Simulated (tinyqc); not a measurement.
# Reflectance at normal incidence against thickness

Normal incidence on air, film (n1) and substrate (N2 = n2 - i k2): r01 = (1 - n1)/(1 + n1), r12 = (n1 - N2)/(n1 + N2), amplitude (r01 + r12 X)/(1 + r01 r12 X), X = exp(-4 pi i n1 d/lam), R its squared modulus, phase from 0 to 360 degrees.

Values chosen for this exercise: wavelength lam = 546.1 nm; index of the transparent film n1 = 2.04; index of the substrate n2 = 4.086; extinction coefficient of the substrate k2 = 0.031.

Reflectance at normal incidence against thickness:
```
d (nm),R (%),phase of the reflected amplitude (degrees)
0,36.819,179.77
16,33.438,162.63
32,23.575,143.79
49,8.6830,120.59
65,0.10194,109.48
81,5.9460,244.36
98,20.747,220.60
114,31.859,201.20
130,36.650,183.83
```

R goes from 36.8 through a minimum of 0.102 (at d = 65 nm among the rows listed) to 36.6 %. At a quarter wave, d = 66.9 nm, R = 0.00981 %; for a transparent substrate it would vanish for n1 = sqrt(n2) = 2.02.

Computed by the program tinyqc: `OMP_NUM_THREADS=1 python tinyqc.py 2870199 2870200 out.jsonl`, one thread of a shared Intel Xeon 2.30GHz, about 0.4 s for the whole run.
